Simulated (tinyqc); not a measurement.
# Electron mobility in a silicon inversion layer, empirical terms and Matthiessen rule: effects of single changes

Inversion layer of sheet density Ns on a uniformly doped body. The mobility terms are empirical power laws with prefactors chosen for the exercise; adding their inverses (Matthiessen) is itself an approximation.

Inputs (values chosen for the exercise); material values close to those of silicon: temperature T = 325 K; band gap Eg = 1.13 eV; relative permittivity of the semiconductor eps_r = 11.6; conduction-band density of states at T Nc = 3.2e19 cm^-3; valence-band density of states at T Nv = 3e19 cm^-3; body doping Nb = 2.2e18 cm^-3; reverse body bias Vsb = 0.3 V; weight of the inversion charge in the effective field eta = 0.5; phonon-limited mobility at 1 MV/cm and 300 K Ap = 446 cm^2/(V s); roughness-limited mobility at 1 MV/cm As = 1120 cm^2/(V s); exponent of the roughness term gs = 2; Coulomb prefactor Ac = 2300 cm^2/(V s); charge at the interface Nit = 2.1e10 cm^-2; inversion density Ns = 1.6e12 cm^-2.

Constants: q = 1.602176634e-19 C, kB = 1.380649e-23 J/K, Vt = kB T/q, eps0 = 8.8541878128e-14 F/cm where lengths are in cm. Results are converted to the units shown.

Each table varies one quantity; the others keep the values above.

## Effect of the charge at the interface

ni = sqrt(Nc Nv) exp(-Eg/(2 Vt)), Eg in volts; Ndep = sqrt(2 eps0 eps_r Nb (2 Vt ln(Nb/ni) + Vsb)/q); E = q (Ndep + eta Ns)/(eps0 eps_r), in MV/cm. With t = T/(300 K): muC = Ac (Ns/1e12 cm^-2) t/(Nb/1e17 cm^-3 + Nit/1e11 cm^-2), muP = Ap E^(-1/3) t^(-1.75), muS = As E^(-gs); 1/mu is the sum of the inverses.

The same in every row: E (MV/cm) = 1.0628; muP (cm^2/(V s)) = 379.92; muS (cm^2/(V s)) = 991.59.

Effect of the charge at the interface:
```
Nit (cm^-2)	muC (cm^2/(V s))	mu (cm^2/(V s))
1e10	180.39	108.88
3.2e10	178.61	108.23
1e11	173.33	106.27
3.2e11	158.20	100.38
1e12	124.58	85.709
3.2e12	73.827	58.188
1e13	32.678	29.203
```

As Nit goes from 1e10 to 1e13 cm^-2, E stays at 1.06 MV/cm and mu falls from 109 to 29.2 cm^2/(V s). The Coulomb term is the smallest in the first and the last row.

## Effect of the reverse body bias

Same model as above.

The same in every row: muC (cm^2/(V s)) = 179.5.

Effect of the reverse body bias:
```
Vsb (V)	E (MV/cm)	muP (cm^2/(V s))	muS (cm^2/(V s))	mu (cm^2/(V s))
0	0.9457	395.0	1252	112.3
0.4	1.099	375.7	927.8	107.4
0.8	1.231	361.8	739.5	103.2
1.2	1.349	350.9	615.9	99.56
1.6	1.456	342.1	528.3	96.27
2	1.555	334.6	462.9	93.29
2.4	1.648	328.2	412.2	90.55
```

What does the table show?

As Vsb goes from 0 to 2.4 V, E rises from 0.946 to 1.65 MV/cm and mu falls from 112 to 90.5 cm^2/(V s). The Coulomb term is the smallest in the first and the last row. For Vsb = 2 to 2.4 V E passes 1.5 MV/cm, beyond the usual range of such laws.

Computed by the program tinyqc: `OMP_NUM_THREADS=1 python tinyqc.py 2510035 2510036 out.jsonl`, one thread of a shared Intel Xeon 2.30GHz, about 0.01 s for the whole run.
